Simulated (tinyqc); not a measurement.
Inside a calculation: band folding and unfolding in a supercell of a chain. Values are carried at full precision from step to step, so a last printed digit may differ when a step is redone from the rounded ones.

A chain with hopping -t and n = 5 sites a supercell. H(K) has v_j on the diagonal, -t between neighbours and -t exp(2 pi i K) on the bond that closes the cell (from the last site to the first of the next cell). The point K holds the n wave vectors k_m = (K + m)/n of the primitive zone, in 2 pi/a, m = 0 to n - 1, with E0 = -2t cos(2 pi k_m). The unfolding weight of a state c on k_m is |sum_j c_j exp(-2 pi i k_m j)|^2/n, j = 0 to n - 1.

Inputs chosen for the exercise: t = 1.12 eV (hopping); v = (0.21, 0.21, -0.21, 0.21, 0.21) eV (site energies in the supercell); Kq = 0.19 2 pi/(n a) (wave vector in the small zone).

## Folded levels and Fourier components

List k_m and E0; V_q = (1/n) sum_j v_j exp(-2 pi i q j/n) couples k_m to k_(m+q).

Folded band:
```
m  k_m (2 pi/a)  E0 (eV)
0        0.0380  -2.1765
1        0.2380  -0.1687
2        0.4380   2.0722
3        0.6380   1.4494
4        0.8380  -1.1764
```

V_0, V_1, ... (eV): 0.1260  0.0680+0.0494i  -0.0260-0.0799i

## Supercell Hamiltonian

Fill in H(K).

H (eV), lower triangle (Hermitian):
```
                 1        2        3        4       5
1           0.2100
2          -1.1200   0.2100
3                0  -1.1200  -0.2100
4                0        0  -1.1200   0.2100
5  -0.4123-1.0413i        0        0  -1.1200  0.2100
```

## Levels and unfolding weights

Diagonalise and project each state on the k_m.

levels (eV): -2.0662  -1.0540  -0.0388  1.5748  2.2142

weights:
```
     level 1  level 2  level 3  level 4  level 5
m=0    0.988    0.009    0.002    0.001    0.000
m=1    0.002    0.006    0.988    0.003    0.001
m=2    0.001    0.001    0.001    0.014    0.984
m=3    0.001    0.001    0.002    0.981    0.015
m=4    0.008    0.983    0.007    0.001    0.000
```

The purest state keeps 98.8 % on one k and the most mixed (level 4) 98.1 %; rows and columns each add to one.

## Moments of the spectral function

For each k_m: mean sum_i W E_i and variance sum_i W E_i^2 less the mean squared. The mean must be E0 plus the average of v, and the variance that of v.

Moments:
```
m  mean (eV)  variance (eV^2)
0     -2.050            0.028
1     -0.043            0.028
2      2.198            0.028
3      1.575            0.028
4     -1.050            0.028
```

The average of v is 0.1260 eV and its variance 0.0282 eV^2: the virtual crystal gives the mean, and the variance is the spread of weight over several levels that it leaves out.

## Checks

- Variance of the spectral function against the variance of v: they agree to 1e-10 or better.
- Levels for v = 0 against the folded band: they agree to 1e-10 or better.

tinyqc: `OMP_NUM_THREADS=1 python tinyqc.py 1452751 1452752 out.jsonl`; about 0.01 s, one thread, shared Intel(R) Xeon(R) Processor @ 2.30GHz.
